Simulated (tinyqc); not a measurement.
What grading buys: minority-electron transport through the base of a bipolar transistor (Moll-Ross and Kroemer integrals). Computed by tinyqc, a small Python program. Command: `OMP_NUM_THREADS=1 python tinyqc.py 3020479 3020480 out.jsonl base walk`. One thread of a shared host (Intel(R) Xeon(R) Processor @ 2.30GHz), about 0.01 s of CPU time with the checks.

Low injection, one dimension, x from the emitter edge (0) to the collector edge (W), s = x/W. Recombination is treated as a small correction (valid for tau_B well below tau_n), computed from the stored charge.

Inputs (values chosen for the exercise, modelled on GaAs):
```
quantity,value,unit
base doping at the emitter edge N_0,2.4e+19,1/cm^3
base width W,27,nm
mu_min,720,cm^2/(V s)
mu_max,6650,cm^2/(V s)
N_ref,8.1e+16,1/cm^3
saturation velocity v_s,0.88,1e7 cm/s
temperature T,300,K
doping ratio N_0/N(W),19,-
```

Base doping profile: Gaussian. Gap grading: linear. Exit of the base: infinite sink.

Constants: k_B = 8.617333262e-05 eV/K.

Method. N(x) = N_0 (ratio)^(-s^2); n_i(x)^2 = n_i^2 exp(s dE_g/k_B T); D(x) = (k_B T/e) mu, mu = mu_min + (mu_max - mu_min)/(1 + (N/N_ref)^0.7). With y(x) = N n_i^2/(D n_i(x)^2): base Gummel number G_B = int_0^W y dx; J_C = e n_i^2 exp(e V_BE/k_B T)/G_B; n(x) = (J_C/e)(n_i(x)^2/(N n_i^2)) [int_x^W y dx]; transit time tau_B = (e/J_C) int n dx; trapezoid rule on 401 even points.

The same base with other gradings:
```
dE_g (meV),dE_g/k_B T,G_B (s/cm^4),J_C gain,tau_B (ps),speed gain
0,0.000,1.4588e+12,1.0000,0.069720,1.0000
25,0.967,1.1149e+12,1.3085,0.058061,1.2008
50,1.934,8.8438e+11,1.6495,0.049481,1.4090
75,2.901,7.2347e+11,2.0164,0.042973,1.6224
100,3.868,6.0700e+11,2.4033,0.037903,1.8395
150,5.802,4.5309e+11,3.2197,0.030573,2.2804
200,7.736,3.5814e+11,4.0733,0.025569,2.7267
300,11.605,2.4976e+11,5.8410,0.019225,3.6265
```

At 100 meV J_C rises by a factor 2.40 and the transit is 1.84 times faster; at 300 meV the factors are 5.84 and 3.63. For a uniform base without exit term both tend to be linear in dE_g/k_B T, J_C as x/(1 - exp(-x)) and the speed as x/2. From 0 meV on the mean velocity W/tau_B exceeds v_s, so those speed gains are overstated.
